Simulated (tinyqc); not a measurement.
Trench capacitor in an array: capacitance, non-linearity, leakage and relaxation: capacitance, non-linearity and leakage against thickness.

A film between two metal electrodes, each interface adding a series capacitance ci. The small-signal permittivity is ek (1 + aq E^2); the field is found with the linear permittivity. Leakage J = J0 sinh(E/Ef). After a voltage step the film passes a relaxation current kr C V tt^(-nr), tt being the time in seconds. The sidewall is a coaxial capacitor with radii a = dm/2 - t and b = dm/2, depth AR dm; the end face is left out.

Planar film: Cf = eps0 ek/t, 1/C = 1/Cf + 2/ci, EOT = 3.9 eps0/C, effective permittivity C t/eps0, E = (V/t) C/Cf; quadratic coefficient [C(V)/C - 1]/V^2 with Cf (1 + aq E^2) in C(V).

Inputs (values chosen for the exercise); permittivity of the order of that of strontium titanate:

| symbol | value | unit | meaning |
|---|---|---|---|
| ek | 153 |  | relative permittivity of the film |
| ci | 1000 | uF/cm^2 | capacitance of each electrode interface (dead layer and screening) |
| aq | -0.03 | cm^2/MV^2 | quadratic field coefficient of the permittivity |
| V | 0.8 | V | bias |
| J0 | 1.9e-11 | A/cm^2 | leakage prefactor |
| Ef | 0.49 | MV/cm | field for an e-fold rise of the leakage |

Constants: eps0 = 8.8541878128e-14 F/cm where lengths are in cm. Results are converted to the units shown.

Result of one run:

| C (uF/cm^2) | EOT (nm) | effective permittivity | E (MV/cm) | quadratic coefficient (ppm/V^2) | J (A/cm^2) |
|---|---|---|---|---|---|
| 3.131 | 1.103 | 152.0 | 0.1849 | -1592 | 7.340e-12 |

Which film thickness t gave this result: 4.1, 5.8, 11, 31 or 43 nm?

t = 43 nm.

The whole series:

| t (nm) | C (uF/cm^2) | EOT (nm) | effective permittivity | E (MV/cm) | quadratic coefficient (ppm/V^2) | J (A/cm^2) |
|---|---|---|---|---|---|---|
| 4.1 | 30.99 | 0.1114 | 143.5 | 1.830 | -1.482e5 | 3.978e-10 |
| 5.8 | 22.31 | 0.1547 | 146.2 | 1.318 | -7.795e4 | 1.392e-10 |
| 8.1 | 16.18 | 0.2134 | 148.0 | 0.9557 | -4.146e4 | 6.545e-11 |
| 11 | 12.02 | 0.2873 | 149.3 | 0.7098 | -2.306e4 | 3.821e-11 |
| 16 | 8.326 | 0.4147 | 150.5 | 0.4917 | -1.114e4 | 2.243e-11 |
| 22 | 6.083 | 0.5677 | 151.1 | 0.3592 | -5975 | 1.521e-11 |
| 31 | 4.332 | 0.7971 | 151.7 | 0.2558 | -3041 | 1.038e-11 |
| 43 | 3.131 | 1.103 | 152.0 | 0.1849 | -1592 | 7.340e-12 |
| 60 | 2.248 | 1.536 | 152.3 | 0.1327 | -822.1 | 5.210e-12 |

C falls from 31.0 to 2.25 uF/cm^2 while the effective permittivity goes from 144 to 152 (ek = 153). EOT is a straight line in t with slope 3.9/ek = 0.0255 and intercept 0.00691 nm. The quadratic coefficient goes as t^(-1.85) between the first two rows and t^(-1.98) between the last two (-2 without interfaces), and J falls by 1.88 decades.

Program tinyqc, `OMP_NUM_THREADS=1 python tinyqc.py 2102198 2102199 out.jsonl`; Intel Xeon 2.30GHz, shared host, one thread, about 0.01 s.
